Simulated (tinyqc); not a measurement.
Worked calculation: Pariser-Parr-Pople SCF with singles CI, for the molecule C=C1C=CC=CC=C1O (SMILES; centres numbered as the heavy atoms are written). One step of it, computed by the program tinyqc.

Task: Iteration 1: orbitals and new P. Diagonalise F (the basis is taken as orthonormal) and form P = 2 sum c c over the lowest orbitals; 0.5 of the old P is kept.

F (eV), lower triangle:
```
           1C         2C         3C         4C         5C         6C         7C         8C
1C  -6.032247
2C  -5.290356  -5.090575
3C   0.625529  -4.251243  -4.729627
4C   0.503115  -0.057870  -5.014619  -3.995314
5C  -0.394092   0.282957   0.383618  -4.694166  -4.800540
6C  -0.216833   0.127932   0.462731  -0.062983  -4.725662  -4.605924
7C   0.580966  -0.202972  -0.244367   0.445080   0.384089  -4.975627  -6.542558
8C   0.164486  -3.779880  -0.224149   0.128324   0.304811  -0.058962  -4.316459  -7.802663
9O   0.228759   0.164588   0.604246  -0.219680  -0.412755   0.518678   0.689767  -5.517351

            9O
9O  -15.810869
```

pi electrons, sum of z_r less the charge = 10

P at the start, lower triangle:
```
           1C         2C         3C         4C         5C         6C         7C        8C
1C   1.283539
2C   0.768029   0.987172
3C  -0.234665   0.492722   1.156360
4C  -0.275307   0.022784   0.694962   0.982488
5C   0.257449  -0.133682  -0.151088   0.610045   1.158371
6C   0.141625  -0.060429  -0.218599   0.024796   0.618384   0.982302
7C  -0.317878   0.079922   0.115454  -0.210260  -0.151273   0.684638   1.156790
8C  -0.061703   0.367992   0.088261  -0.060615  -0.144006   0.023214   0.509987  0.986335
9O  -0.087661  -0.057830  -0.320942   0.140552   0.264132  -0.275520  -0.242374  0.753499

          9O
9O  1.306643
```

Give: orbital energies; P after iteration 1.

Result:

orbital energies (eV): -19.0380  -13.7559  -12.0816  -11.0414  -7.8669  -2.4661  -0.2567  3.0140  4.0824

P after iteration 1, lower triangle:
```
         1C       2C       3C       4C       5C       6C       7C      8C
1C   1.2974
2C   0.7737   0.9748
3C  -0.2468   0.4687   1.0989
4C  -0.2690   0.0494   0.7193   0.9457
5C   0.2408  -0.1173  -0.0825   0.5860   1.0981
6C   0.1522  -0.0810  -0.2560   0.0540   0.6601   0.9439
7C  -0.2971   0.0574   0.0458  -0.1869  -0.0925   0.6401   1.1346
8C  -0.0702   0.3813   0.1631  -0.0790  -0.2232   0.0414   0.5913  0.9644
9O  -0.0518  -0.0794  -0.2564   0.1052   0.2282  -0.1892  -0.2575  0.6120

        9O
9O  1.5421
```
